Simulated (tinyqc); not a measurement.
Inside a calculation. Method: plane-wave Kohn-Sham cycle with exchange-only LDA in a layered model solid. Computed by tinyqc, a small Python program that keeps every step. Settings: points = 16, plane-wave index or count = 3, electrons = 2, k points = 1, area = 10.0, mixing = 1.0, iteration cap = 69, Kerker q0 = 0.84. Command: `OMP_NUM_THREADS=1 python tinyqc.py 26341 26342 out.jsonl` (the two numbers bound the seeds that draw the settings). One thread of a shared host (Intel(R) Xeon(R) Processor @ 2.60GHz), about 0.03 s of CPU time with the checks. Later iterations appear only in the table of the cycle.

## Iteration 1: potential

A solid whose potential varies along x alone (atomic units):
```
parameter                      value
period a                   15.200000
cross-section of the cell  10.000000
electrons per cell                 2
grid points                       16
plane waves -n..n, n               3
k points                           1
V1 in V1 cos(2 pi x/a)     -0.650000
```

density at the start, on the grid x_j = j a/N (e/bohr^3): 0.01315789  0.01315789  0.01315789  0.01315789  0.01315789  0.01315789  0.01315789  0.01315789  0.01315789  0.01315789  0.01315789  0.01315789  0.01315789  0.01315789  0.01315789  0.01315789

V_H(G) = 4 pi rho(G)/G^2 for G != 0 (uniform background); v_x = -(3 rho/pi)^(1/3); V = V_ext + V_H + v_x; Fourier components f(G_m) = (1/N) sum_j f(x_j) exp(-i G_m x_j).

Potentials on the grid (hartree):
```
x              V_ext       V_H        v_x          V
0.000000   -0.650000  0.000000  -0.232480  -0.882480
0.950000   -0.600522  0.000000  -0.232480  -0.833002
1.900000   -0.459619  0.000000  -0.232480  -0.692100
2.850000   -0.248744  0.000000  -0.232480  -0.481224
3.800000           0  0.000000  -0.232480  -0.232480
4.750000    0.248744  0.000000  -0.232480   0.016264
5.700000    0.459619  0.000000  -0.232480   0.227139
6.650000    0.600522  0.000000  -0.232480   0.368042
7.600000    0.650000  0.000000  -0.232480   0.417520
8.550000    0.600522  0.000000  -0.232480   0.368042
9.500000    0.459619  0.000000  -0.232480   0.227139
10.450000   0.248744  0.000000  -0.232480   0.016264
11.400000          0  0.000000  -0.232480  -0.232480
12.350000  -0.248744  0.000000  -0.232480  -0.481224
13.300000  -0.459619  0.000000  -0.232480  -0.692100
14.250000  -0.600522  0.000000  -0.232480  -0.833002
```

V(G_m), m = 0, 1, 2, ... (hartree): -0.232480  -0.325000  0.000000  0.000000  0.000000  0.000000  0.000000

## Iteration 1: Hamiltonian at one k

k = 0.000000 2 pi / a

H(m,m') = (k + G_m)^2/2 delta + V(G_m - G_m'), with V(-G) = V(G).

H (hartree), lower triangle:
```
           -3         -2         -1         +0         +1         +2        +3
-3   0.536447
-2  -0.325000   0.109265
-1   0.000000  -0.325000  -0.147044
+0   0.000000   0.000000  -0.325000  -0.232480
+1   0.000000   0.000000   0.000000  -0.325000  -0.147044
+2   0.000000   0.000000   0.000000   0.000000  -0.325000   0.109265
+3   0.000000   0.000000   0.000000   0.000000   0.000000  -0.325000  0.536447
```

## Iteration 1: levels at that k

Diagonalise the Hermitian matrix.

eigenvalues (hartree): -0.721005  -0.407751  -0.113713  0.164438  0.348454  0.741981  0.752452

## Iteration 1: new density

Motion across x is left out: the lowest 1 band(s) hold two electrons at each of the k points (j + 1/2)/nk - 1/2. Residual R = rho(out) - rho(in); rho(new) = rho(in) + 1 R, with R(G) scaled by G^2/(G^2 + 0.84^2) (Kerker). rho(out) = 2/(a A nk) sum |psi|^2 with psi = sum c exp(i G x). Harris energy E = band energy - dV sum rho (V_H/2 + v_x) + (3/4) dV sum rho v_x with rho(in), dV = a A/N, band energy = (2/nk) sum of the filled levels.

rho(out) (e/bohr^3): 0.06175643  0.04745363  0.02106898  0.00509951  0.00066554  0.00007794  0.00001797  0.00000049  0.00000175  0.00000049  0.00001797  0.00007794  0.00066554  0.00509951  0.02106898  0.04745363

density after iteration 1 (e/bohr^3): 0.03275023  0.02418924  0.01028284  0.00550480  0.00777048  0.01045579  0.01187676  0.01248174  0.01265277  0.01248174  0.01187676  0.01045579  0.00777048  0.00550480  0.01028284  0.02418924

energy per cell = -1.32577012 hartree

## Iteration 2: potential

As before.

Potentials on the grid (hartree):
```
x              V_ext        V_H        v_x          V
0.000000   -0.650000   0.516585  -0.315061  -0.448476
0.950000   -0.600522   0.414327  -0.284794  -0.470989
1.900000   -0.459619   0.192096  -0.214139  -0.481662
2.850000   -0.248744  -0.007218  -0.173875  -0.429837
3.800000           0  -0.126535  -0.195047  -0.321582
4.750000    0.248744  -0.184824  -0.215332  -0.151412
5.700000    0.459619  -0.211199  -0.224676   0.023744
6.650000    0.600522  -0.222285  -0.228428   0.149809
7.600000    0.650000  -0.225308  -0.229466   0.195226
8.550000    0.600522  -0.222285  -0.228428   0.149809
9.500000    0.459619  -0.211199  -0.224676   0.023744
10.450000   0.248744  -0.184824  -0.215332  -0.151412
11.400000          0  -0.126535  -0.195047  -0.321582
12.350000  -0.248744  -0.007218  -0.173875  -0.429837
13.300000  -0.459619   0.192096  -0.214139  -0.481662
14.250000  -0.600522   0.414327  -0.284794  -0.470989
```

V(G_m), m = 0, 1, 2, ... (hartree): -0.226069  -0.169915  0.047357  0.006898  0.001214  0.001983  0.001383

## Iteration 2: Hamiltonian at one k

k = 0.000000 2 pi / a

As before.

H (hartree), lower triangle:
```
           -3         -2         -1         +0         +1         +2        +3
-3   0.542858
-2  -0.169915   0.115676
-1   0.047357  -0.169915  -0.140633
+0   0.006898   0.047357  -0.169915  -0.226069
+1   0.001214   0.006898   0.047357  -0.169915  -0.140633
+2   0.001983   0.001214   0.006898   0.047357  -0.169915   0.115676
+3   0.001383   0.001983   0.001214   0.006898   0.047357  -0.169915  0.542858
```

## Iteration 2: levels at that k

As before.

eigenvalues (hartree): -0.413878  -0.270634  -0.079678  0.122789  0.215134  0.615792  0.620206

## Iteration 2: new density

As before.

rho(out) (e/bohr^3): 0.04030334  0.03659049  0.02672568  0.01470479  0.00554864  0.00129829  0.00019303  0.00003801  0.00002512  0.00003801  0.00019303  0.00129829  0.00554864  0.01470479  0.02672568  0.03659049

density after iteration 2 (e/bohr^3): 0.03021808  0.02595820  0.01668686  0.00888148  0.00598253  0.00706345  0.00925555  0.01072845  0.01119518  0.01072845  0.00925555  0.00706345  0.00598253  0.00888148  0.01668686  0.02595820

energy per cell = -0.80704847 hartree

## Convergence

Stop when sqrt(dV sum R^2) is below 1e-8, dV = a A/N.

Course of the cycle:
```
iteration  E (hartree)  norm of the residual
1          -1.32577012              2.48e-01
2          -0.80704847              1.38e-01
3          -0.63567937              9.73e-02
4          -0.58244448              4.41e-02
5          -0.57492875              1.23e-02
6          -0.57456355              4.11e-03
7          -0.57454660              1.90e-03
8          -0.57455659              2.92e-03
9          -0.57460491              5.58e-03
10         -0.57478802              1.12e-02
11         -0.57552364              2.12e-02
...                ...                   ...
59         -0.69626703              1.71e-01
60         -0.68107786              1.72e-01
61         -0.70636602              1.72e-01
62         -0.68762605              1.71e-01
63         -0.69166917              1.75e-01
64         -0.70391600              1.70e-01
65         -0.68085625              1.71e-01
66         -0.70023289              1.76e-01
67         -0.69970332              1.70e-01
68         -0.68000870              1.71e-01
69         -0.70383691              1.74e-01
```

Not converged within 69 iterations: the residual has stopped falling. Reruns (cap 100 unless said): mixing 0.1: not converged; mixing 0.5, Kerker q0 1.0: converged in 56 (E = -0.57454); mixing 0.3, Pulay depth 5: converged in 36 (E = -0.57454); the original settings with a cap of 400: not converged.
